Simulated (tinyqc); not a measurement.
Inputs raised by 2 %, one at a time: bottom-up copper filling of a trench by curvature-enhanced accelerator coverage. Computed by tinyqc, a small Python program. Command: `OMP_NUM_THREADS=1 python tinyqc.py 3000309 3000310 out.jsonl superfill sens`. One thread of a shared host (Intel(R) Xeon(R) Processor @ 2.30GHz), about 0.07 s of CPU time with the checks.

A rectangular trench keeps vertical walls and a flat floor. An accelerator floats on the surface; where area is lost in the corners it is passed on to the floor.

Inputs (values chosen for the exercise, close to those used for damascene copper plating):

| quantity | value | unit |
|---|---|---|
| trench width w | 85 | nm |
| aspect ratio h/w | 2.5 | - |
| exchange current of the suppressed surface i_0 | 0.013 | mA/cm^2 |
| exchange current of the accelerated surface i_1 | 0.89 | mA/cm^2 |
| transfer coefficient alpha | 0.46 | - |
| overpotential eta | 0.11 | V |
| starting coverage theta_0 | 0.005 | - |
| adsorption rate k_a | 9e-05 | 1/s |
| cupric ion concentration C | 0.46 | mol/l |
| diffusivity D | 4.4e-06 | cm^2/s |
| boundary layer delta | 27 | um |
| temperature T | 298 | K |

Constants: e = 1.602176634e-19 C; N_A = 6.02214076e+23 1/mol; k_B = 8.617333262e-05 eV/K.

Method. Kinetic current i_k = [i_0 (1 - theta) + i_1 theta] exp(alpha eta/(k_B T)), limit i_L = 2 F D C/delta, i = 1/(1/i_k + 1/i_L); velocity v = i Omega/(2F), Omega = 7.11 cm^3/mol, F = e N_A. Depletion inside the trench is ignored. Half width x, floor height y, depth h = aspect ratio x w. dx/dt = -v_s, dy/dt = v_b. d theta_b/dt = k_a (1 - theta_b) + [theta_s v_b + theta_b v_s]/x: the floor takes the accelerator of the wall it covers and keeps its own as it narrows. d theta_s/dt = k_a (1 - theta_s). theta_b is capped at 1. Integrate (tolerance 1e-9) until the walls meet (x = 0.02 w/2) or the floor passes the original mouth y = h. Start: x = w/2, y = 0, theta_b = theta_s = theta_0. Height filled = y/h, opening left = x/(w/2).

Runs:

| input moved | from | to | time at the end (s) | opening left, as a share of w | ratio v(1)/v(theta_0) | share of the height filled from the floor |
|---|---|---|---|---|---|---|
| base run | - | - | 452.27 | 0.02 | 49.072 | 0.87743 |
| trench width w (nm) | 85 | 86.7 | 458.30 | 0.02 | 49.072 | 0.87624 |
| aspect ratio h/w | 2.5 | 2.55 | 452.27 | 0.02 | 49.072 | 0.86022 |
| exchange current of the accelerated surface i_1 (mA/cm^2) | 0.89 | 0.9078 | 448.47 | 0.02 | 49.756 | 0.88322 |
| overpotential eta (V) | 0.11 | 0.1122 | 440.50 | 0.02 | 48.990 | 0.87880 |
| starting coverage theta_0 | 0.005 | 0.0051 | 451.53 | 0.02 | 48.826 | 0.87804 |
| boundary layer delta (um) | 27 | 27.54 | 452.28 | 0.02 | 49.031 | 0.87698 |
| cupric ion concentration C (mol/l) | 0.46 | 0.4692 | 452.26 | 0.02 | 49.112 | 0.87786 |

Exponents ln(y'/y) / ln(x'/x):

| input | time at the end | opening left, as a share of w | ratio v(1)/v(theta_0) | share of the height filled from the floor |
|---|---|---|---|---|
| trench width w | 0.669 | 0 | 0.000 | -0.068 |
| aspect ratio h/w | 0.000 | 0 | 0.000 | -1.000 |
| exchange current of the accelerated surface i_1 | -0.426 | 0 | 0.700 | 0.332 |
| overpotential eta | -1.332 | 0 | -0.084 | 0.079 |
| starting coverage theta_0 | -0.083 | 0 | -0.254 | 0.035 |
| boundary layer delta | 0.001 | 0 | -0.042 | -0.026 |
| cupric ion concentration C | -0.001 | 0 | 0.041 | 0.025 |

Among the inputs moved here: time at the end answers most in size to overpotential eta (exponent -1.332), next to trench width w (+0.669); its exponent is below 0.0005 for aspect ratio h/w. Opening left, as a share of w hardly depends on these (all exponents below 0.005). Ratio v(1)/v(theta_0) answers most in size to exchange current of the accelerated surface i_1 (exponent +0.700), next to starting coverage theta_0 (-0.254); its exponent is below 0.0005 for trench width w, aspect ratio h/w. Share of the height filled from the floor answers most in size to aspect ratio h/w (exponent -1.000), next to exchange current of the accelerated surface i_1 (+0.332).

Caution (all rows): real profiles develop slanted corners, and accelerator is consumed; both are left out.
